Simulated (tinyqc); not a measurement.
# MOS capacitor on an n-type substrate, surface potential from the exact charge relation: several studies

Uniform n-type substrate, Boltzmann statistics, full ionisation, classical densities. psi is the surface potential against the body (positive when the bands bend down) and u = -psi/Vt. Traps are spread evenly over the gap and neutral at flat band, so their charge is -q Dit psi; the minority quasi-Fermi level is shifted by Vb.

Values chosen for this exercise; band and dielectric values close to those of silicon: temperature T = 300 K; band gap Eg = 1.13 eV; relative permittivity eps_r = 11.6; conduction-band density of states at T Nc = 2.83e19 cm^-3; valence-band density of states at T Nv = 2.64e19 cm^-3; electron affinity chi = 4.09 eV; donor density of the substrate N = 1.3e15 cm^-3; relative permittivity of the gate insulator (close to hafnium oxide) eox = 21.9; insulator thickness tox = 4.8 nm; gate work function phiM = 5.18 eV; fixed charge at the interface, in units of q Nf = 0 cm^-2; density of interface traps Dit = 0 cm^-2 eV^-1; reverse bias of the inversion layer against the body Vb = 0.8 V.

Constants: q = 1.602176634e-19 C, kB = 1.380649e-23 J/K, Vt = kB T/q, eps0 = 8.8541878128e-14 F/cm where lengths are in cm. Results are converted to the units shown.

Each table varies one quantity; the others keep the values above.

## Capacitance-voltage curves

ni = sqrt(Nc Nv) exp(-Eg/(2 Vt)), Eg in volts; phiF = Vt ln(N/ni); Cox = eps0 eox/tox; Vfb = phiM - chi - Vt ln(Nc/N) - q Nf/Cox; Q0 = sqrt(2 eps0 eps_r q N Vt); r = (ni/N)^2 exp(-Vb/Vt); VT = Vfb - [(2 phiF + Vb)(1 + q Dit/Cox) + sqrt(2 eps0 eps_r q N (2 phiF + Vb))/Cox]. u = -psi/Vt; F^2 = exp(-u) + u - 1 + r (exp(u) - u - 1); Qs = +sign(u) Q0 F; Cs = -dQs/dpsi = (Q0/Vt) |1 - exp(-u) + r (exp(u) - 1)|/(2 F). psi solves Vg = Vfb + psi + (q Dit psi - Qs)/Cox. Low frequency: 1/C_LF = 1/Cox + 1/(Cs + q Dit). High frequency, in the simple estimate in which traps and minority carriers do not follow: 1/C_HF = 1/Cox + 1/Cd, Cd being Cs with r = 0 at the same psi. Deep depletion: r = 0 and Dit = 0 both in the equation for psi and in Cs. Minority sheet density N_inv = (Q0/(2 q)) int_0^u r (exp(t) - 1)/F(t) dt for u > 0. N_inv under 1 cm^-2 is printed as 0. Regimes: accumulation when majority carriers gather, then depletion up to |psi| = phiF + Vb, weak inversion up to 2 phiF + Vb, strong inversion beyond.

Capacitance-voltage curves:
```
Vg (V),psi (V),C_LF/Cox,C_HF/Cox,C_deep/Cox,N_inv (cm^-2),regime
1.58,0.3230,0.8916,0.8916,0.8916,0,accumulation
1.23,0.2636,0.7226,0.7226,0.7226,0,accumulation
0.89,0.05626,0.04979,0.04979,0.04979,0,accumulation
0.54,-0.2892,0.004964,0.004964,0.004964,0,depletion
0.19,-0.6378,0.003262,0.003262,0.003262,0,depletion
-0.15,-0.9768,0.002618,0.002618,0.002618,74.43,depletion
-0.5,-1.326,0.002310,0.002240,0.002240,4.651e7,weak inversion
-0.85,-1.630,0.4987,0.002018,0.001989,1.158e12,strong inversion
-1.19,-1.721,0.8535,0.001963,0.001812,7.436e12,strong inversion
```

What does the comparison show?

C_LF/Cox is lowest, 0.00231, at Vg = -0.5 V (weak inversion) among the rows listed and is 0.853 in the last row, where C_HF/Cox is 0.00196 and the deep-depletion value 0.00181. Vfb = 0.832 V, where C_HF/Cox = 0.0220 (Cox in series with eps0 eps_r/LD), and VT = -0.590 V. In strong accumulation and inversion degeneracy and confinement, left out here, lower the capacitance.

## Effect of the insulator thickness on threshold and swing

ni = sqrt(Nc Nv) exp(-Eg/(2 Vt)), Eg in volts; phiF = Vt ln(N/ni); Cox = eps0 eox/tox; Vfb = phiM - chi - Vt ln(Nc/N) - q Nf/Cox; VT = Vfb - [(2 phiF + Vb)(1 + q Dit/Cox) + sqrt(2 eps0 eps_r q N (2 phiF + Vb))/Cox]. gamma = sqrt(2 eps0 eps_r q N)/Cox; Wm = sqrt(2 eps0 eps_r (2 phiF + Vb)/(q N)); m = 1 + (eps0 eps_r/Wm + q Dit)/Cox; swing m Vt ln 10; Cmin/Cox = 1/(1 + Cox Wm/(eps0 eps_r)).

The same in every row: Vfb (V) = 0.8318; 2 phiF (V) = 0.6154; Wm (nm) = 1181.

Effect of the insulator thickness on threshold and swing:
```
tox (nm),gamma (V^0.5),VT (V),m,swing (mV/decade),Cmin/Cox
1.2,0.001280,-0.5851,1.001,59.56,5.377e-4
1.8,0.001920,-0.5859,1.001,59.57,8.063e-4
2.6,0.002773,-0.5869,1.001,59.60,0.001164
3.9,0.004160,-0.5885,1.002,59.63,0.001745
5.9,0.006294,-0.5911,1.003,59.68,0.002638
8.7,0.009281,-0.5946,1.004,59.76,0.003885
13,0.01387,-0.6001,1.006,59.87,0.005794
19,0.02027,-0.6077,1.009,60.03,0.008446
```

As tox goes from 1.2 to 19, VT falls from -0.585 to -0.608 V, the swing rises from 59.6 to 60.0 mV/decade and Cmin/Cox rises from 5.38e-4 to 0.00845. Vfb does not move. m - 1 goes as tox^(1.00), that is as 1/Cox.

## Effect of the fixed charge at the interface on threshold and swing

Same model as above.

The same in every row: 2 phiF (V) = 0.6154; gamma (V^0.5) = 0.005120; Wm (nm) = 1181; m = 1.002; swing (mV/decade) = 59.65; Cmin/Cox = 0.002147.

Results:
```
Nf (cm^-2),Vfb (V),VT (V)
-4e11,0.8476,-0.5738
-2e11,0.8397,-0.5817
0,0.8318,-0.5897
2e11,0.8239,-0.5976
4e11,0.8159,-0.6055
8e11,0.8001,-0.6214
```

Estimate the missing row, Nf = 6e11 cm^-2.

Computed row:
```
Nf (cm^-2),Vfb (V),VT (V)
6e11,0.8080,-0.6135
```

With this row back in the table: As Nf goes from -4e11 to 8e11, VT falls from -0.574 to -0.621 V, the swing stays at 59.7 mV/decade and Cmin/Cox stays at 0.00215. The whole change of VT is that of Vfb: the curve shifts rigidly.

Program tinyqc, `OMP_NUM_THREADS=1 python tinyqc.py 2060002 2060003 out.jsonl`; Intel Xeon 2.30GHz, shared host, one thread, about 0.01 s.
